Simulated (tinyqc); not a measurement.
Electromigration in a confined line: Blech product, Korhonen stress evolution and Black's law: one step, computed by the program tinyqc. Command: `OMP_NUM_THREADS=1 python tinyqc.py 3022227 3022228 out.jsonl emigr walk`. One thread of a shared host (Intel(R) Xeon(R) Processor @ 2.30GHz), about 0.01 s of CPU time with the checks.

The electron wind pushes atoms from the cathode (x = 0) to the anode (x = L); blocking ends build a back stress (tension positive). The input rho is taken not to change with temperature. d sigma/dt = d/dx [kappa (d sigma/dx + G)], with zero flux at both ends and sigma = 0 at t = 0.

Task: Extrapolation by Black's law. Median life t50 = A j^(-n) exp(E/(k_B T)); acceleration factor = t50(use)/t50(test) = (j/j_u)^n exp[(E/k_B)(1/T_u - 1/T)]. Temperatures in kelvin are T(C) + 273.15.

Inputs (values chosen for the exercise, close to those used for copper lines): activation energy E = 0.886 eV; current density j = 2.9 MA/cm^2; test temperature T = 300 C; use temperature T_u = 85 C; use current density j_u = 0.61 MA/cm^2; current exponent n = 1.5.

Start: stress-free.

Constants: k_B = 8.617333262e-05 eV/K.

Give: current factor; temperature factor; acceleration factor.

Result:

current factor = 10.366

temperature factor = 47513

acceleration factor = 4.9251e+05
